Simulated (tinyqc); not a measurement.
What the shift does to the intrinsic density: temperature and isotope dependence of a band gap in oscillator models.

E(T) = E0 - sum_i sl_i th_i n_i(T), n = 1/(exp(th/T) - 1). The same coupling lowers the gap at 0 K by the zero-point term ZP = sum_i sl_i th_i/2, so the gap of the static lattice is E0 + ZP. Thermal expansion is taken as part of the slopes.

Constants: kB = 8.617333262e-05 eV/K; hbar^2/2m0 = 3.80998211 eV angstrom^2.

Parameters, chosen for this exercise (near those of AlN; shifted at random, so the results belong to these values and not to a real crystal): E0 = 6.13 eV (gap at 0 K); th = (249, 931) K (temperatures of two oscillators); sl = (0.1993, 0.5978) meV/K (their high-temperature slopes); mm = 1.06 m0 (geometric mean of the density-of-states masses).

ni = 2 (mm kT/(4 pi c))^(3/2) exp(-E/2kT), c = hbar^2/2m0, with E(T) and with E0; 1 angstrom^-3 = 1e24 cm^-3. Apparent gap from an Arrhenius plot of ni/T^(3/2): E(T) - T dE/dT, dE/dT = -sum sl_i (th_i/T)^2 n_i (1 + n_i).

Results:
```
T (K)  E(T) (eV)  ni (cm^-3)  ni with E(T) / ni with E0  apparent gap (eV)
200       6.1046    1.82e-58                      2.090             6.1648
250       6.0872    9.18e-43                      2.702             6.1856
300       6.0655    3.09e-32                      3.484             6.2069
350       6.0403    1.12e-24                      4.425             6.2269
400       6.0124    5.61e-19                      5.508             6.2447
500       5.9507    6.02e-11                      8.006             6.2740
700       5.8137       0.115                     13.759             6.3136
```

Using E0 in place of E(T) understates ni by a factor that rises from 2.09 to 13.76, towards exp(sum sl/2kB) = 102.0. The slope of an Arrhenius plot returns neither E(T) nor E0 but the intercept of the tangent, 6.2069 eV at 300 K, which lies 77 meV above E0 and tends to the static gap 6.4331 eV.

Run: tinyqc, `OMP_NUM_THREADS=1 python tinyqc.py 1880931 1880932 out.jsonl`; Intel(R) Xeon(R) Processor @ 2.30GHz, one thread, shared host; about 0.01 s of CPU time with all checks.
